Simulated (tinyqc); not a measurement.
What moves the results: heavy doping: gap narrowing, degeneracy and the minority density. A value that a table varies takes the place of the one given here.

F_j(eta) = (1/Gamma(j + 1)) integral_0^infinity x^j dx/(1 + exp(x - eta)), which tends to exp(eta) for eta << 0.

Empirical narrowing (Slotboom form, constants chosen for the exercise; published fits of this form give the apparent narrowing, here it is taken as the true one): dEg = E0 [ln(N/N0) + sqrt(ln(N/N0)^2 + C)].

Majority: N = Nc F_1/2(eta), eta the distance of EF beyond the majority band edge in kT. Degeneracy factor gam = F_1/2(eta)/exp(eta). ni0^2 = Nc Nv exp(-Eg/kT); product n p = ni0^2 gam exp(dEg/kT), dEg the true narrowing; apparent narrowing dEa = dEg + kT ln gam; minority density = n p/N.

Bipolar transistor with N as emitter doping: beta = K (N/NB) exp((dEa_B + dG - dEa_E)/kT), dEa_E = dEg(N) + kT ln gam, dEa_B = dEg(NB). For the sweep in T, Nc is scaled as (T/T0)^(3/2) from its value at T0 = T.

Constants: kB = 8.617333262e-05 eV/K.

Parameters, chosen for this exercise (gap and densities of states near those of Si at this temperature; narrowing constants near the fits for Si; not measured data):

| symbol | value | unit | meaning |
|---|---|---|---|
| Eg | 1.12 | eV | gap |
| Nc | 2.66e+19 | 1/cm^3 | conduction-band density of states |
| Nv | 1.11e+19 | 1/cm^3 | valence-band density of states |
| T | 300 | K |  |
| E0 | 6.45 | meV | narrowing scale |
| N0 | 8.1e+16 | 1/cm^3 | onset density |
| C | 0.5 |  | smoothing constant |
| N | 6.9e+18 | 1/cm^3 | ionised donors, equal to the majority density |
| NB | 2e+17 | 1/cm^3 | base doping |
| K | 1.9 |  | ratio (D_B W_E)/(D_E W_B) |
| dG | 80 | meV | extra narrowing of the base by alloying |

## Narrowing against degeneracy

N takes the values listed; the last column is N over the factor gam exp(dEg/kT), the doping that a simple model would need to give the same minority density.

Results:

| N (1/cm^3) | eta | gam | dEg (meV) | dEa (meV) | minority (1/cm^3) | effective doping (1/cm^3) |
|---|---|---|---|---|---|---|
| 8.0e+16 | -5.81 | 0.999 | 4.5 | 4.5 | 671 | 6.73e+16 |
| 3.0e+17 | -4.48 | 0.996 | 18.0 | 17.9 | 302 | 1.50e+17 |
| 8.0e+17 | -3.49 | 0.989 | 30.2 | 30.0 | 180 | 2.51e+17 |
| 3.0e+18 | -2.14 | 0.961 | 47.0 | 46.0 | 89.3 | 5.06e+17 |
| 8.0e+18 | -1.10 | 0.900 | 59.6 | 56.9 | 50.9 | 8.87e+17 |
| 3.0e+19 | 0.51 | 0.675 | 76.6 | 66.4 | 19.7 | 2.30e+18 |
| 8.0e+19 | 2.12 | 0.360 | 89.2 | 62.8 | 6.40 | 7.06e+18 |
| 2.0e+20 | 4.45 | 0.0881 | 101.0 | 38.2 | 0.989 | 4.57e+19 |
| 5.0e+20 | 8.45 | 0.00403 | 112.8 | -29.8 | 0.0285 | 1.58e+21 |

dEg grows steadily to 112.8 meV, while the apparent value peaks at 66.4 meV for N = 3e+19 and falls to -29.8 meV as the Fermi level enters the band (a negative value is not met in measurements: parabolic bands with a fixed mass overstate the filling). N grows by a factor 38 from the third to the sixth row and the effective doping by 9.2: net of degeneracy, narrowing takes away 76 % of the factor gained by heavier doping.

## Current gain against temperature

Gain:

| T (K) | beta | beta with dG = 0 | without narrowing |
|---|---|---|---|
| 150 | 1.32e+03 | 2.72 | 65.5 |
| 200 | 609 | 5.87 | 65.5 |
| 250 | 385 | 9.38 | 65.5 |
| 300 | 284 | 12.9 | 65.5 |
| 350 | 229 | 16.1 | 65.5 |
| 400 | 195 | 19.1 | 65.5 |
| 450 | 172 | 21.9 | 65.5 |

dEa_B + dG - dEa_E at T0 = 37.9 meV

beta is 1.32e+03 at 150 K and 172 at 450 K, since the net exponent is positive: the gap is narrower in the base. At 300 K narrowing and degeneracy change the gain by a factor 0.196 and alloying the base by 22.1.

## What moves the minority density and the gain

All results formed anew. Each row changes one parameter from the base and keeps the others.

Results:

| case | dEg (meV) | dEa (meV) | minority (1/cm^3) | beta |
|---|---|---|---|---|
| base | 57.70 | 55.34 | 55.7 | 284 |
| N = 1.38e+19 1/cm^3 | 66.59 | 61.88 | 35.9 | 441 |
| E0 = 7.74 meV | 69.24 | 66.88 | 87.0 | 201 |
| N0 = 1.62e+17 1/cm^3 | 48.82 | 46.46 | 39.5 | 304 |
| Eg = 1.14 eV | 57.70 | 55.34 | 25.7 | 284 |
| Nc = 3.46e+19 1/cm^3 | 57.70 | 55.88 | 74.0 | 278 |
| NB = 4e+17 1/cm^3 | 57.70 | 55.34 | 55.7 | 196 |

The largest shifts from the base row, up to three for each result and ties (the steps differ in size, so this ranks the rows, not the parameters). dEg (meV): E0 +11.54, N +8.89, N0 -8.88; unchanged at the printed digits by Eg, Nc and NB. dEa (meV): E0 +11.54, N0 -8.88, N +6.55; unchanged at the printed digits by Eg and NB. minority (1/cm^3): E0 +31.3, Eg -30.0, N -19.8; unchanged at the printed digits by NB. beta: N +157, NB -88.0, E0 -82.6; unchanged at the printed digits by Eg.

tinyqc: `OMP_NUM_THREADS=1 python tinyqc.py 1651665 1651666 out.jsonl`; about 0.01 s, one thread, shared Intel(R) Xeon(R) Processor @ 2.30GHz.
